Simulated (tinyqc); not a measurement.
Energy and delay of logic against supply voltage: two steps of the calculation.

One expression serves below and above threshold: I(Vg) = Ik [ln(1 + exp((Vg - VT + dd V)/(al nf Vt)))]^al, with I_on = I(V) and I_off = I(0). Gate delay td = kd C V/I_on, clock period LD td. Per gate and cycle the switching energy is act C V^2 and the leakage energy I_off V LD td. No short-circuit current, no variation. Minima are sought above 0.09 V; below a few Vt gates no longer switch and the model has no meaning.

Values chosen for this exercise; values of the order met in logic technologies:
```
symbol  value  unit                               meaning
T         330     K                           temperature
VT       0.24     V  threshold voltage at zero drain bias
nf       1.27                                slope factor
dd       0.06         barrier lowering per volt of supply
Ik       0.85    uA            specific current of a gate
al       1.79                 exponent of the current law
C         1.5    fF            load capacitance of a gate
kd          1                                delay factor
LD         12                                 logic depth
act      0.05                             activity factor
V        0.48     V                        supply voltage
```

Constants: q = 1.602176634e-19 C, kB = 1.380649e-23 J/K, Vt = kB T/q. Results are converted to the units shown.

Question 1. Currents, delay and energies. I_on, I_off, td, clock frequency 1/(LD td), both energies and their sum.

Give: I_on; I_off; td; clock frequency; switching energy; leakage energy; energy.

Answer 1.

I_on = 10.968 uA
I_off = 2.3719 nA
td = 65.647 ps
clock frequency = 1.2694 GHz
switching energy = 17.280 aJ
leakage energy = 0.89688 aJ
energy = 18.177 aJ

I_on/I_off = 4620; leakage makes up 4.93 % of the energy.

Question 2. New V. Minimum-energy supply: E(V) is the energy per gate and cycle; with h = 0.001 V, E' = (E(V + h) - E(V - h))/(2 h), E'' = (E(V - h) - 2 E(V) + E(V + h))/h^2, V(new) = V - E'/E''.

V after iteration 1 = 0.19780477 V

Find: E'; E''; V after iteration 2.

Answer 2.

E' = -22.21 aJ/V
E'' = 820.0 aJ/V^2
V after iteration 2 = 0.2249 V

Program tinyqc, `OMP_NUM_THREADS=1 python tinyqc.py 2082123 2082124 out.jsonl`; Intel Xeon 2.30GHz, shared host, one thread, about 0.01 s.
